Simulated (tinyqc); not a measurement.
# Six-transistor SRAM cell, nodal equations and margins: two studies

Two cross-coupled inverters (pull-down bn, pull-up bp) hold the nodes Q and QB; access transistors (ba, threshold VTn, gate on the word line at Vdd when selected) join them to the bit lines. Transistor (EKV form, voltages against the body): I = 2 n b Vt^2 [F(vp - Vs) - F(vp - Vd)] from drain to source, F(v) = ln^2(1 + exp(v/(2 Vt))), vp = (Vg - VT + sg |Vd - Vs|)/n. n-channel bodies are at 0; for the p-channel device all voltages are counted down from Vdd. b in uA/V^2 gives I in uA. For an access transistor the bit line is the drain and the node the source. In a read both bit lines are at Vdd. The cell is symmetric (no mismatch).

Parameters, values chosen for the exercise:
```
symbol,value,unit,meaning
T,250,K,temperature
Vdd,0.5,V,supply voltage
n,1.36,,slope factor
sg,0.037,,drain-induced barrier lowering
VTn,0.25,V,n-channel threshold
VTp,0.36,V,p-channel threshold (magnitude)
bn,540,uA/V^2,gain factor of the pull-down transistor
ba,220,uA/V^2,gain factor of the access transistor
bp,160,uA/V^2,gain factor of the pull-up transistor
```

Constants: q = 1.602176634e-19 C, kB = 1.380649e-23 J/K, Vt = kB T/q. Results are converted to the units shown.

Each table varies one quantity; the others keep the values above.

## Effect of the drain-induced barrier lowering

f(x) is the node voltage of one half-cell for input x: In = Ip in hold, In = Ip + Ia in a read. Static noise margin: side of the largest square between the curve (x, f(x)) and its mirror image (f(y), y); with h(c) the root x of f(x) - x = c, it is the maximum over c > 0 of h(c) - h(-c) + c. Q is the low node in a read and Iread the current of its access transistor. The write trip is the voltage to which the bit line of the high node must fall (the other staying at Vdd) for that state to vanish; higher is easier, and a negative value means that a grounded bit line does not write.

Effect of the drain-induced barrier lowering:
```
sg,hold margin (mV),read margin (mV),Q in a read (mV),Iread (uA),write trip (mV)
0.02,169.3,100.2,31.51,3.842,135.7
0.05,164.0,91.76,34.51,4.188,142.5
0.08,158.6,83.36,37.56,4.541,149.0
0.11,153.2,75.05,40.66,4.899,155.1
0.14,147.8,66.83,43.81,5.261,161.0
0.17,142.2,58.73,47.00,5.626,166.5
```

As sg goes from 0.02 to 0.17, the read margin falls from 100 to 58.7 mV, the write trip rises from 136 to 167 mV and Iread rises from 3.84 to 5.63 uA. The read margin is 0.59 of the hold margin in the first row and 0.41 in the last. Read stability and write ability pull in opposite directions. For sg = 0.05 to 0.17 the read margin is under 100 mV, which threshold mismatch, left out here, can use up in a large array.

## Effect of the gain factor of the pull-up transistor

Same model as above.

Effect of the gain factor of the pull-up transistor:
```
bp (uA/V^2),hold margin (mV),read margin (mV),Q in a read (mV),Iread (uA),write trip (mV)
90,157.1,88.09,33.21,4.037,161.0
130,163.0,92.80,33.20,4.038,147.7
180,168.1,96.90,33.20,4.038,134.8
260,173.9,101.4,33.20,4.038,118.8
380,179.6,106.0,33.20,4.038,99.98
540,184.7,110.2,33.20,4.038,80.11
```

As bp goes from 90 to 540 uA/V^2, the read margin rises from 88.1 to 110 mV, the write trip falls from 161 to 80.1 mV and Iread stays near 4.04 uA. The read margin is 0.56 of the hold margin in the first row and 0.60 in the last. Read stability and write ability pull in opposite directions. For bp = 90 to 180 uA/V^2 the read margin is under 100 mV, which threshold mismatch, left out here, can use up in a large array.

Program tinyqc, `OMP_NUM_THREADS=1 python tinyqc.py 2340066 2340067 out.jsonl`; Intel Xeon 2.30GHz, shared host, one thread, about 0.1 s.
